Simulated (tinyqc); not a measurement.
Worked calculation: Pariser-Parr-Pople SCF with singles CI, for the molecule Oc1cc(F)c[cH-]1 (SMILES; centres numbered as the heavy atoms are written). Computed by tinyqc, a small Python program that keeps every step. Settings: charge = -1, gamma = Ohno, start = huckel, damping = 0, iteration cap = 63, excitations kept = 6. Command: `OMP_NUM_THREADS=1 python tinyqc.py 20221 20222 out.jsonl` (the two numbers bound the seeds that draw the settings). One thread of a shared host (Intel(R) Xeon(R) Processor @ 2.60GHz), about 0.01 s of CPU time with the checks. Later iterations appear only in the table of the cycle.

## PPP integrals

Centres (angstrom, eV; a flat drawing with bonds scaled to 1.40 angstrom):
```
centre         x         y  core charge z         W  gamma_rr
1O      -2.46400  -0.57200              2  32.61000  18.75000
2C      -1.13300  -0.13900              1  10.99000  11.08000
3C       0.00000  -0.96200              1  10.99000  11.08000
4C       1.13300  -0.13900              1  10.99000  11.08000
5F       2.46400  -0.57200              2  40.04000  20.91000
6C       0.70000   1.19200              1  10.99000  11.08000
7C      -0.70000   1.19200              1  10.99000  11.08000
```

Resonance integrals (eV):
```
i  j      beta
1  2  -2.17000
2  3  -2.39000
3  4  -2.39000
4  5  -2.07000
4  6  -2.39000
6  7  -2.39000
7  2  -2.39000
```

Ohno: gamma = 14.399645/sqrt(R^2 + a^2), a = 2 x 14.399645/(gamma_rr + gamma_ss); H_rr = -W_r - sum_(s != r) z_s gamma_rs; H_rs = beta for bonds.

repulsion gamma_rs (eV), order 1O, 2C, 3C, 4C, 5F, 6C, 7C:
```
[[18.75000, 8.46871, 5.38310, 3.84052, 2.89079, 3.84097, 5.38310],
 [8.46871, 11.08000, 7.53712, 5.51240, 3.85724, 5.51374, 7.53916],
 [5.38310, 7.53712, 11.08000, 7.53712, 5.42944, 5.51444, 5.51444],
 [3.84052, 5.51240, 7.53712, 11.08000, 8.65266, 7.53916, 5.51374],
 [2.89079, 3.85724, 5.42944, 8.65266, 20.91000, 5.42944, 3.85770],
 [3.84097, 5.51374, 5.51444, 7.53916, 5.42944, 11.08000, 7.53817],
 [5.38310, 7.53916, 5.51444, 5.51374, 3.85770, 7.53817, 11.08000]]
```

core matrix H (eV), order 1O, 2C, 3C, 4C, 5F, 6C, 7C:
```
[[-65.30799, -2.17000, 0.00000, 0.00000, 0.00000, 0.00000, 0.00000],
 [-2.17000, -61.74432, -2.39000, 0.00000, 0.00000, 0.00000, -2.39000],
 [0.00000, -2.39000, -58.71819, -2.39000, 0.00000, 0.00000, 0.00000],
 [0.00000, 0.00000, -2.39000, -62.07878, -2.07000, -2.39000, 0.00000],
 [0.00000, 0.00000, 0.00000, -2.07000, -73.04807, 0.00000, 0.00000],
 [0.00000, 0.00000, 0.00000, -2.39000, 0.00000, -55.63633, -2.39000],
 [0.00000, -2.39000, 0.00000, 0.00000, 0.00000, -2.39000, -55.57710]]
```

## Starting guess

pi electrons, sum of z_r less the charge = 10

Orbitals of the Hueckel matrix of the beta values.

P at the start, order 1O, 2C, 3C, 4C, 5F, 6C, 7C:
```
[[1.78798, 0.42587, -0.27191, 0.08029, -0.03325, 0.13582, -0.31272],
 [0.42587, 1.14408, 0.55747, -0.18161, 0.07659, -0.25599, 0.61864],
 [-0.27191, 0.55747, 1.39813, 0.55827, -0.26190, -0.20219, -0.18878],
 [0.08029, -0.18161, 0.55827, 1.15071, 0.40694, 0.62549, -0.26336],
 [-0.03325, 0.07659, -0.26190, 0.40694, 1.80488, -0.30468, 0.13480],
 [0.13582, -0.25599, -0.20219, 0.62549, -0.30468, 1.35343, 0.51591],
 [-0.31272, 0.61864, -0.18878, -0.26336, 0.13480, 0.51591, 1.36079]]
```

## Iteration 1: Fock matrix

F_rr = H_rr + P_rr gamma_rr / 2 + sum_(s != r) P_ss gamma_rs; F_rs = H_rs - P_rs gamma_rs / 2; E = tr P (H + F) / 2 + core repulsion sum_(r<s) z_r z_s gamma_rs.

F (eV), order 1O, 2C, 3C, 4C, 5F, 6C, 7C:
```
[[-9.16993, -3.97330, 0.73186, -0.15417, 0.04806, -0.26084, 0.84169],
 [-3.97330, 1.30033, -4.49088, 0.50054, -0.14770, 0.70574, -4.72201],
 [0.73186, -4.49088, 0.71531, -4.49388, 0.71100, 0.55748, 0.52050],
 [-0.15417, 0.50054, -4.49388, 1.33122, -3.83055, -4.74783, 0.72604],
 [0.04806, -0.14770, 0.71100, -3.83055, -14.45071, 0.82712, -0.26002],
 [-0.26084, 0.70574, 0.55748, -4.74783, 0.82712, 1.48006, -4.33449],
 [0.84169, -4.72201, 0.52050, 0.72604, -0.26002, -4.33449, 1.43163]]
```

pi energy = -170.70071 eV

## Iteration 1: orbitals and new P

Diagonalise F (the basis is taken as orthonormal) and form P = 2 sum c c over the lowest orbitals.

orbital energies (eV): [-15.34579, -10.64572, -6.13642, -2.34418, -2.01523, 9.40350, 9.72176]

P after iteration 1, order 1O, 2C, 3C, 4C, 5F, 6C, 7C:
```
[[1.93225, 0.24149, -0.16922, 0.06134, -0.01229, 0.07048, -0.18729],
 [0.24149, 1.13906, 0.60969, -0.23003, 0.04625, -0.24067, 0.66155],
 [-0.16922, 0.60969, 1.31594, 0.60939, -0.12858, -0.24640, -0.22632],
 [0.06134, -0.23003, 0.60939, 1.14838, 0.18196, 0.67338, -0.25181],
 [-0.01229, 0.04625, -0.12858, 0.18196, 1.96111, -0.14541, 0.05645],
 [0.07048, -0.24067, -0.24640, 0.67338, -0.14541, 1.24403, 0.58503],
 [-0.18729, 0.66155, -0.22632, -0.25181, 0.05645, 0.58503, 1.25923]]
```

## Iteration 2: Fock matrix

As before.

F (eV), order 1O, 2C, 3C, 4C, 5F, 6C, 7C:
```
[[-8.82656, -3.19256, 0.45546, -0.11779, 0.01776, -0.13535, 0.50409],
 [-3.19256, 1.09572, -4.68766, 0.63401, -0.08919, 0.66351, -4.88375],
 [0.45546, -4.68766, 0.66612, -4.68652, 0.34907, 0.67937, 0.62403],
 [-0.11779, 0.63401, -4.68652, 1.19228, -2.85720, -4.92835, 0.69420],
 [0.01776, -0.08919, 0.34907, -2.85720, -13.87181, 0.39474, -0.10889],
 [-0.13535, 0.66351, 0.67937, -4.92835, 0.39474, 1.01229, -4.59505],
 [0.50409, -4.88375, 0.62403, 0.69420, -0.10889, -4.59505, 0.91969]]
```

pi energy = -173.56831 eV

## Iteration 2: orbitals and new P

As before.

orbital energies (eV): [-14.43674, -10.01328, -6.67079, -2.92584, -2.53433, 9.38165, 9.38707]

P after iteration 2, order 1O, 2C, 3C, 4C, 5F, 6C, 7C:
```
[[1.95908, 0.18681, -0.13604, 0.05026, -0.00735, 0.05449, -0.14565],
 [0.18681, 1.14716, 0.62401, -0.23452, 0.03434, -0.24395, 0.66209],
 [-0.13604, 0.62401, 1.28348, 0.62187, -0.09276, -0.24839, -0.23393],
 [0.05026, -0.23452, 0.62187, 1.15553, 0.12660, 0.67238, -0.25188],
 [-0.00735, 0.03434, -0.09276, 0.12660, 1.98102, -0.10125, 0.03853],
 [0.05449, -0.24395, -0.24839, 0.67238, -0.10125, 1.22917, 0.60080],
 [-0.14565, 0.66209, -0.23393, -0.25188, 0.03853, 0.60080, 1.24455]]
```

## Iteration 3: Fock matrix

As before.

F (eV), order 1O, 2C, 3C, 4C, 5F, 6C, 7C:
```
[[-8.73220, -2.96103, 0.36617, -0.09651, 0.01063, -0.10465, 0.39202],
 [-2.96103, 1.04682, -4.74161, 0.64638, -0.06622, 0.67254, -4.88582],
 [0.36617, -4.74161, 0.69093, -4.73355, 0.25182, 0.68486, 0.64499],
 [-0.09651, 0.64638, -4.73355, 1.11428, -2.61773, -4.92457, 0.69441],
 [0.01063, -0.06622, 0.25182, -2.61773, -13.80649, 0.27488, -0.07431],
 [-0.10465, 0.67254, 0.68486, -4.92457, 0.27488, 0.95011, -4.65446],
 [0.39202, -4.88582, 0.64499, 0.69441, -0.07431, -4.65446, 0.86915]]
```

pi energy = -173.76189 eV

## Iteration 3: orbitals and new P

As before.

orbital energies (eV): [-14.30241, -9.84299, -6.75058, -3.02364, -2.61904, 9.31667, 9.35461]

P after iteration 3, order 1O, 2C, 3C, 4C, 5F, 6C, 7C:
```
[[1.96652, 0.16832, -0.12490, 0.04643, -0.00608, 0.04940, -0.13146],
 [0.16832, 1.15385, 0.62951, -0.23620, 0.03095, -0.24569, 0.65925],
 [-0.12490, 0.62951, 1.26822, 0.62650, -0.08284, -0.24798, -0.23521],
 [0.04643, -0.23620, 0.62650, 1.16276, 0.11099, 0.66849, -0.25273],
 [-0.00608, 0.03095, -0.08284, 0.11099, 1.98529, -0.08882, 0.03384],
 [0.04940, -0.24569, -0.24798, 0.66849, -0.08882, 1.22431, 0.60879],
 [-0.13146, 0.65925, -0.23521, -0.25273, 0.03384, 0.60879, 1.23905]]
```

## Convergence

Stop when output and input P, before any damping, agree to 1e-7.

Course of the cycle:
```
iteration        E (eV)  largest |P(out) - P(in)|
1          -170.7007057                  2.25e-01
2          -173.5683129                  5.54e-02
3          -173.7618949                  1.85e-02
4          -173.7812911                  7.67e-03
5          -173.7839177                  4.01e-03
6          -173.7844246                  2.15e-03
7          -173.7845537                  1.17e-03
8          -173.7845914                  6.44e-04
9          -173.7846031                  3.58e-04
10         -173.7846068                  2.00e-04
11         -173.7846080                  1.12e-04
...                 ...                       ...
14         -173.7846085                  2.00e-05
15         -173.7846085                  1.13e-05
16         -173.7846085                  6.36e-06
17         -173.7846085                  3.59e-06
18         -173.7846085                  2.03e-06
19         -173.7846085                  1.15e-06
20         -173.7846085                  6.47e-07
21         -173.7846085                  3.65e-07
22         -173.7846085                  2.06e-07
23         -173.7846085                  1.17e-07
24         -173.7846085                  6.59e-08
```

Converged in 24 iterations.

## Converged orbitals

Charges are z - P_rr.

orbital energies (eV): [-14.22624, -9.73915, -6.77636, -3.06784, -2.64300, 9.28944, 9.33823]

coefficients, order 1O, 2C, 3C, 4C, 5F, 6C, 7C:
```
[[0.00561, 0.89294, -0.36054, -0.04742, -0.23568, -0.04357, -0.11377],
 [0.01338, 0.37138, 0.30733, 0.10894, 0.58124, 0.23026, 0.60392],
 [0.04814, 0.15996, 0.40876, 0.64799, 0.10492, 0.16613, -0.58866],
 [0.19096, 0.07157, 0.43232, 0.26890, -0.53499, -0.50906, 0.39224],
 [0.97906, -0.03793, -0.13497, -0.05712, 0.10951, 0.06412, -0.04923],
 [0.04797, 0.07895, 0.47086, -0.44021, -0.43089, 0.62387, -0.03298],
 [0.01229, 0.16234, 0.42621, -0.54465, 0.33426, -0.51480, -0.34417]]
```

pi charges: [0.02968, -0.16452, -0.25176, -0.17402, 0.01307, -0.21940, -0.23305]

## Singles CI, singlets

Over the 6 single excitations with the smallest orbital gaps: A = (e_a - e_i) delta + 2 (ia|jb) - (ij|ab), with (pq|rs) = sum c_mp c_mq gamma_mn c_nr c_ns. f = 2/3 w |mu|^2 in atomic units, mu = sqrt2 sum c_ia sum_m c_mi c_ma R_m.

singlet CI matrix (eV), order 5>6, 5>7, 4>6, 4>7, 3>6, 3>7:
```
[[6.50121, -0.01759, 0.01229, -0.89276, 0.25971, -0.22620],
 [-0.01759, 6.48681, 0.87854, -0.00860, -0.27988, -0.15891],
 [0.01229, 0.87854, 6.73260, 0.00536, 0.24605, 0.11542],
 [-0.89276, -0.00860, 0.00536, 6.76800, 0.24125, -0.21609],
 [0.25971, -0.27988, 0.24605, 0.24125, 9.80468, -0.02814],
 [-0.22620, -0.15891, 0.11542, -0.21609, -0.02814, 9.83228]]
```

singlet excitation energies (eV): [5.67344, 5.68435, 7.49668, 7.53712, 9.82990, 9.90408]

oscillator strengths: [0.00895, 0.00702, 0.97158, 0.93874, 0.00045, 0.00530]

## Singles CI, triplets

Over the 6 single excitations with the smallest orbital gaps: A = (e_a - e_i) delta - (ij|ab), with (pq|rs) = sum c_mp c_mq gamma_mn c_nr c_ns.

triplet CI matrix (eV), order 5>6, 5>7, 4>6, 4>7, 3>6, 3>7:
```
[[4.63987, -0.06207, 0.05209, 0.02694, 0.74205, -0.75761],
 [-0.06207, 4.67473, 0.02694, -0.03053, -0.75761, -0.48056],
 [0.05209, 0.02694, 5.01253, 0.03742, 0.72629, 0.54960],
 [0.02694, -0.03053, 0.03742, 4.97669, 0.54960, -0.64686],
 [0.74205, -0.75761, 0.72629, 0.54960, 8.88192, 0.00328],
 [-0.75761, -0.48056, 0.54960, -0.64686, 0.00328, 9.04506]]
```

triplet excitation energies (eV): [4.32877, 4.40703, 4.86982, 4.92798, 9.31019, 9.38701]
